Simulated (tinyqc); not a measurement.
Inversion-layer mobility, back-scattering and ballistic limit of a field-effect transistor. Inputs raised by 10 %, one at a time. Computed by tinyqc, a small Python program. Command: `OMP_NUM_THREADS=1 python tinyqc.py 3003538 3003539 out.jsonl mos sens`. One thread of a shared host (Intel(R) Xeon(R) Processor @ 2.30GHz), about 0.02 s of CPU time with the checks.

The charge at the top of the source barrier is fixed by the gate; series resistance and short-channel effects are left out. F_j are Fermi integrals normalised to exp(eta) in the classical limit.

Inputs (values chosen for the exercise, modelled on a 4H-SiC n-channel):
```
quantity                                       value        unit
transport mass m                                 0.3         m_0
valley degeneracy g_v                              3           -
weight w of the inversion charge                 0.5           -
permittivity eps                                 9.7           -
phonon mobility at 1 MV/cm and 300 K, mu_ph       89  cm^2/(V s)
roughness mobility at 1 MV/cm, mu_sr              74  cm^2/(V s)
Coulomb mobility at N_inv = 1e12/cm^2, mu_C       37  cm^2/(V s)
electrical oxide thickness t_inv                   4          nm
depletion charge N_dep                       7.6e+11      1/cm^2
gate overdrive V_G - V_T                        0.28           V
drain voltage V_D                                1.2           V
channel length L                                 310          nm
exponent a of the critical length                0.8           -
temperature T                                    400           K
```

Statistics at the top of the barrier: Fermi-Dirac.

Constants: eps_0 = 8.8541878128e-12 F/m; e = 1.602176634e-19 C; m_0 = 9.1093837015e-31 kg; k_B = 1.380649e-23 J/K; hbar = 1.054571817e-34 J s; k_B = 8.617333262e-05 eV/K.

Method:
- N_inv = 3.9 eps_0 (V_G - V_T)/(e t_inv); effective field E_eff = e (N_dep + w N_inv)/(eps eps_0).
- mu_phonon = mu_ph (E_eff/1 MV/cm)^(-0.3) (T/300 K)^(-1.75); mu_rough = mu_sr (E_eff/1 MV/cm)^(-2); mu_Coulomb = mu_C (N_inv/1e12 cm^-2) (T/300 K); Matthiessen's rule adds 1/mu.
- F_j(eta) = (1/Gamma(j + 1)) int_0^infinity x^j/(1 + exp(x - eta)) dx, F_0 = ln(1 + exp(eta)). Integrals over x = E/(k_B T) use 160 Gauss-Legendre points in u = sqrt(x) from 0 to sqrt(max(eta, 0) + 32).
- Ballistic channel: N_2D = g_v m k_B T/(pi hbar^2), U = e V_D/(k_B T); eta_F solves N_inv = (N_2D/2)[F_0(eta_F) + F_0(eta_F - U)]; v_T = sqrt(2 k_B T/(pi m)); I/W = e (N_2D/2) v_T [F_1/2(eta_F) - F_1/2(eta_F - U)]; injection velocity v_T F_1/2(eta_F)/F_0(eta_F).
- Mean free path lambda = (2 k_B T/e)(mu/v_T) F_0(eta_0)/F_-1/2(eta_0), with eta_0 from N_inv = N_2D F_0(eta_0); critical length l = L (1 + U)^(-a), an empirical rule; back-scattering r = l/(l + lambda). Then eta solves N_inv = (N_2D/2)[(1 + r) F_0(eta) + (1 - r) F_0(eta - U)] and I/W = e (N_2D/2) v_T (1 - r)[F_1/2(eta) - F_1/2(eta - U)].
- Ballistic ratio: I over the ballistic current. Apparent mobility 1/(1/mu + 1/mu_B), mu_B = mu L/lambda.

Runs; columns: (1) input moved; (2) from; (3) to; (4) current I/W (microampere/micrometre); (5) effective mobility mu (cm^2/(V s)); (6) ballistic ratio; (7) mean free path lambda (nm):
```
(1)                                                           (2)       (3)     (4)     (5)       (6)     (7)
base run                                                        -         -  16.924  36.716  0.059677  2.2856
transport mass m (m_0)                                        0.3      0.33  16.814  36.716  0.062371  2.3919
roughness mobility at 1 MV/cm, mu_sr (cm^2/(V s))              74      81.4  16.982  36.849  0.059880  2.2938
Coulomb mobility at N_inv = 1e12/cm^2, mu_C (cm^2/(V s))       37      40.7  17.669  38.440  0.062305  2.3929
electrical oxide thickness t_inv (nm)                           4       4.4  14.782  35.325  0.057512  2.1942
depletion charge N_dep (1/cm^2)                           7.6e+11  8.36e+11  16.751  36.317  0.059067  2.2607
gate overdrive V_G - V_T (V)                                 0.28     0.308  19.308  38.006  0.061686  2.3715
drain voltage V_D (V)                                         1.2      1.32  18.145  36.716  0.063981  2.2856
```

Exponents ln(y'/y) / ln(x'/x):
```
input                                        current I/W  effective mobility mu  ballistic ratio  mean free path lambda
transport mass m                                  -0.069                  0.000            0.463                  0.477
roughness mobility at 1 MV/cm, mu_sr               0.036                  0.038            0.036                  0.038
Coulomb mobility at N_inv = 1e12/cm^2, mu_C        0.452                  0.481            0.452                  0.481
electrical oxide thickness t_inv                  -1.420                 -0.405           -0.388                 -0.428
depletion charge N_dep                            -0.108                 -0.115           -0.108                 -0.115
gate overdrive V_G - V_T                           1.382                  0.362            0.347                  0.387
drain voltage V_D                                  0.731                  0.000            0.731                  0.000
```

Among the inputs moved here: current I/W answers most in size to electrical oxide thickness t_inv (exponent -1.420), next to gate overdrive V_G - V_T (+1.382). Effective mobility mu answers most in size to Coulomb mobility at N_inv = 1e12/cm^2, mu_C (exponent +0.481), next to electrical oxide thickness t_inv (-0.405); its exponent is below 0.0005 for transport mass m, drain voltage V_D. ballistic ratio answers most in size to drain voltage V_D (exponent +0.731), next to transport mass m (+0.463). Mean free path lambda answers most in size to Coulomb mobility at N_inv = 1e12/cm^2, mu_C (exponent +0.481), and about equally to transport mass m (+0.477); its exponent is below 0.0005 for drain voltage V_D.

Caution (all rows): the current exceeds the long-channel drift law, so the empirical rule for l, meant for short channels, is too generous here.
